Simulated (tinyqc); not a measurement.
# Strained alloy layer of GaSb and GaAs on (001) InP, model-solid band line-up: gaps, strain and offsets against composition

The layer is x parts of the first compound and 1 - x of the second, grown coherently on the third as substrate and barrier. Rows of the table: lattice constant a, average valence level Ea on an absolute scale, spin-orbit splitting so, gaps at Gamma, X and L, hydrostatic deformation potentials av and ac (Gamma), shear potential b, elastic constants, electron and heavy-hole (along z) masses. All are interpolated linearly in x; gaps get -C x (1 - x), taken wholly in the conduction band; real line-ups can differ from this model by 0.1 eV or more.

In-plane strain e = (a_substrate - a)/a, e_z = -2 (c12/c11) e, volume change 2 e + e_z. With v = 2 e + e_z and d = 2 b (e_z - e): Eav = Ea + av v; E_hh = Eav + so/3 - d/2; E_lh = Eav - so/6 + d/4 + sqrt(so^2 + so d + 9 d^2/4)/2; E_c = Ea + so/3 + EG + ac v (Gamma). Substrate: E_v = Ea + so/3, E_c = E_v + EG. Well depths: dEc = E_c(substrate) - E_c, dEhh = E_hh - E_v(substrate), dElh likewise; strained Gamma gap E_c - max(E_hh, E_lh); positive values confine carriers in the layer. Matthews-Blakeslee for 60-degree dislocations in a single layer: hc = k (ln(hc/bv) + 1), k = bv (1 - nu/4)/(4 pi |e| (1 + nu)), nu = c12/(c11 + c12), bv = a/sqrt(2); the larger root. The valence offset is the larger of dEhh and dElh; a dash marks |e| under 0.02 % or no root.

Parameters, values chosen for the exercise: bowing of the Gamma gap CG = 1.43 eV; bowing of the X gap CX = 1.2 eV; bowing of the L gap CL = 1.2 eV.

Binary compounds, values chosen for the exercise:
```
	close to GaSb	close to GaAs	close to InP
a (angstrom)	6.096	5.653	5.869
Ea (eV)	-6.25	-6.92	-7.04
so (eV)	0.752	0.34	0.111
EG (eV)	0.736	1.44	1.34
EX (eV)	1.04	1.91	2.22
EL (eV)	0.816	1.71	1.93
av (eV)	0.788	1.16	1.27
ac (eV)	-6.86	-7.2	-5.09
b (eV)	-2.03	-1.72	-1.72
c11 (GPa)	89.2	120	102
c12 (GPa)	40.7	53.2	55.6
me (m0)	0.0393	0.0676	0.0807
mh (m0)	0.251	0.351	0.527
```

Gaps, strain and offsets against composition:
```
x	e (%)	relaxed Gamma gap (eV)	lower of X and L gaps (eV)	strained Gamma gap (eV)	E_hh - E_lh (meV)	dEc (eV)	valence offset (eV)	hc (nm)
0.25	1.826	0.9959	1.262	0.7534	-139.0	0.08994	0.4967	4.16
0.31	1.359	0.9159	1.176	0.7384	-101.8	0.08420	0.5174	6.32
0.38	0.8187	0.8356	1.088	0.7308	-60.10	0.06529	0.5439	12.4
0.44	0.3605	0.7779	1.021	0.7326	-25.98	0.03860	0.5688	35.0
0.5	-0.09362	0.7305	0.9630	0.7354	6.622	0.002245	0.6023	175
0.56	-0.5436	0.6934	0.9137	0.7215	37.72	-0.04379	0.6623	21.2
0.62	-0.9896	0.6666	0.8730	0.7168	67.35	-0.09951	0.7227	9.86
0.69	-1.505	0.6484	0.8365	0.7229	100.2	-0.1768	0.7939	5.63
0.75	-1.942	0.6439	0.8145	0.7382	126.9	-0.2535	0.8553	3.94
```

The relaxed Gamma gap falls from 0.996 to 0.644 eV and the strained one moves up and down between 0.717 and 0.753 eV. The lattice matches the substrate at x = 0.488; the heavy hole is on top where the layer is compressed (e < 0) and the light hole where it is stretched. dEc falls from 0.0899 to -0.253 eV and the valence offset rises from 0.497 to 0.855 eV. At the largest strain listed, -1.94 %, strain changes the gap by 94.3 meV.

Program tinyqc, `OMP_NUM_THREADS=1 python tinyqc.py 2690060 2690061 out.jsonl`; Intel Xeon 2.30GHz, shared host, one thread, about 0.01 s.
